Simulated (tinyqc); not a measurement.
# From one set of inputs to another, one input at a time

Model: charge neutrality of a doped semiconductor with incomplete ionisation. Computed by tinyqc, a small Python program. Command: `OMP_NUM_THREADS=1 python tinyqc.py 3013273 3013274 out.jsonl dopant ladder`. One thread of a shared host (Intel(R) Xeon(R) Processor @ 2.30GHz), about 0.1 s of CPU time with the checks.

Energies are counted from the top of the valence band; E_D is measured down from the conduction band and E_A up from the valence band.

The inputs printed are set A. Inputs not listed in the table keep their values of set A, so the rows need not describe a real material.

Inputs (values chosen for the exercise, modelled on silicon): gap at 0 K E_g0 = 1.16 eV; Varshni alpha = 0.000464 eV/K; Varshni beta = 649 K; electron mass m_e = 0.332 m_0; valleys M_c = 6; hole mass m_h = 0.814 m_0; donor density N_D = 2.4e+17 cm^-3; acceptor density N_A = 2.7e+18 cm^-3; donor depth E_D = 0.0434 eV; acceptor depth E_A = 0.0466 eV; donor degeneracy g_D = 2; acceptor degeneracy g_A = 4; temperature T = 450 K; iteration cap = 60.

Doping: p-type, compensated. Statistics of the bands: Fermi-Dirac. Solver: bisection. Start of Newton steps: 0.25 eV inside the majority band.

Constants: m_0 = 9.1093837015e-31 kg; k_B = 1.380649e-23 J/K; h = 6.62607015e-34 J s; k_B = 8.617333262e-05 eV/K.

Method:
- E_g = E_g0 - alpha T^2/(T + beta).
- N_c = 2 M_c (2 pi m_e k_B T/h^2)^(3/2) and N_v = 2 (2 pi m_h k_B T/h^2)^(3/2), masses in units of m_0.
- n_i = sqrt(N_c N_v) exp(-E_g/(2 k_B T)); E_i = E_g/2 + (k_B T/2) ln(N_v/N_c).
- n = N_c F_1/2((E_F - E_g)/k_B T), p = N_v F_1/2(-E_F/k_B T).
- F_1/2(eta) = (2/sqrt(pi)) int_0^infinity sqrt(x)/(1 + exp(x - eta)) dx, by the trapezoid rule in t = sqrt(x) with step 0.02 up to t = 12 (for eta < -12 by exp(eta) - exp(2 eta)/2^(3/2)).
- N_D+ = N_D/(1 + g_D exp((E_F - E_g + E_D)/k_B T)).
- N_A- = N_A/(1 + g_A exp((E_A - E_F)/k_B T)).
- Neutrality: p + N_D+ = n + N_A-; the log ratio is ln[(p + N_D+)/(n + N_A-)].
- Bisection of the log ratio between E = -0.3 and E_g + 0.3 eV; stop when |log ratio| < 1e-9.

Each row keeps all changes above it; columns: (1) input moved; (2) from; (3) to; (4) distance of E_F from the majority band edge (eV); (5) ionised share of the acceptors; (6) minority density n (cm^-3):
```
(1)                               (2)      (3)      (4)      (5)         (6)
set A                               -        -  0.12120  0.63122  1.1144e+09
acceptor depth E_A (eV)        0.0466    0.352  0.31717  0.09241  1.7448e+11
electron mass m_e (m_0)         0.332    0.302  0.31717  0.09241  1.5137e+11
gap at 0 K E_g0 (eV)             1.16     5.34  0.31717  0.09241  2.3233e-36
donor density N_D (cm^-3)     2.4e+17  2.7e+17  0.32188  0.10311  2.6235e-36
hole mass m_h (m_0)             0.814     2.32  0.32604  0.11346  2.9205e-36
donor depth E_D (eV)           0.0434    0.302  0.32604  0.11346  2.9205e-36
acceptor density N_A (cm^-3)  2.7e+18    2e+19  0.26083  0.02326  5.4348e-37
```

Where does the difference come from?

Distance of E_F from the majority band edge goes from 0.121 to 0.261, a factor 2.15 in all. The largest single move comes from acceptor depth E_A (a factor 2.62), and acceptor density N_A works against it (a factor 0.800). Ionised share of the acceptors goes from 0.631 to 0.0233, a factor 0.0369 in all. The largest single move comes from acceptor depth E_A (a factor 0.146). Minority density n goes from 1.11e9 to 5.43e-37, a factor 4.88e-46 in all. The largest single move comes from gap at 0 K E_g0 (a factor 1.53e-47). The single moves hold for this order of the switches; the total does not depend on the order.

Extremes, crossings and ranges named in words are read from the listed rows.
